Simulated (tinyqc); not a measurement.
CCSD on RHF in the sto-3g basis, frozen core, for BeH2, spin multiplicity 1, step by step (part 2 of 2). Computed by tinyqc, a small Python program that keeps every step (integrals from PySCF). Command: `OMP_NUM_THREADS=1 python tinyqc.py 29034 29035 out.jsonl` (the two numbers bound the seeds that draw the settings). One thread of a shared host (Intel(R) Xeon(R) Processor @ 2.60GHz), about 0.3 s of CPU time with the checks.

Geometry (angstrom):

| atom | x | y | z |
|---|---|---|---|
| Be | 0.000000 | 0.000000 | 0.000000 |
| H | 0.000000 | 1.333000 | 0.029000 |
| H | 0.000000 | -1.333000 | 0.029000 |

## CCSD: convergence

E_corr = 1/4 sum <ij||ab> t_ij^ab + 1/2 sum <ij||ab> t_i^a t_j^b; stop when the norm of the change is below 1e-8.

Course of the amplitude iterations:

| update | correlation energy (hartree) | norm of the change |
|---|---|---|
| 0 | -0.02298228 | - |
| 1 | -0.03039467 | 7.23e-02 |
| 2 | -0.03293517 | 2.76e-02 |
| 3 | -0.03445212 | 1.18e-02 |
| 4 | -0.03443859 | 2.21e-03 |
| 5 | -0.03444279 | 3.81e-04 |
| 6 | -0.03444199 | 2.88e-05 |
| 7 | -0.03444188 | 1.04e-05 |
| 8 | -0.03444205 | 2.35e-06 |
| 9 | -0.03444209 | 3.34e-07 |
| 10 | -0.03444210 | 5.67e-08 |
| 11 | -0.03444210 | 1.66e-08 |
| 12 | -0.03444210 | 5.81e-09 |

Converged amplitudes (spin orbitals 1a, 1b, ...; amplitudes related by a flip of all spins are not repeated):

| from | to | t |
|---|---|---|
| 3a 3b | 6a 6b | -0.079041 |
| 2a 2b | 6a 6b | -0.059489 |
| 2a 2b | 4a 4b | -0.054438 |
| 2a 2b | 5a 5b | -0.054423 |
| 2a 3b | 6a 7b | -0.049683 |
| 2a 3b | 6b 7a | 0.043164 |
| 3a 3b | 7a 7b | -0.041645 |
| 2a 2b | 7a 7b | -0.028774 |
| 2a | 6a | 0.010488 |
| 2a 3a | 6a 7a | -0.006519 |
| 3a | 7a | -0.003357 |
| 3a 3b | 4a 6b | 0.003126 |
| 2a 3b | 4a 7b | 0.002526 |
| 2a 3b | 4b 7a | -0.001894 |
| 3a 3b | 4a 4b | -0.001784 |
| 3a 3b | 5a 5b | -0.001647 |
| 2a | 4a | -0.001571 |
| 2a 3a | 4a 7a | 0.000632 |
| 2a 2b | 4a 6b | 0.000556 |

CCSD total energy = -15.59426737 hartree

T1 diagnostic, norm of the one-spin t1 over sqrt(correlated electrons) = 0.005562

Converged in 12 updates, with DIIS from the third.
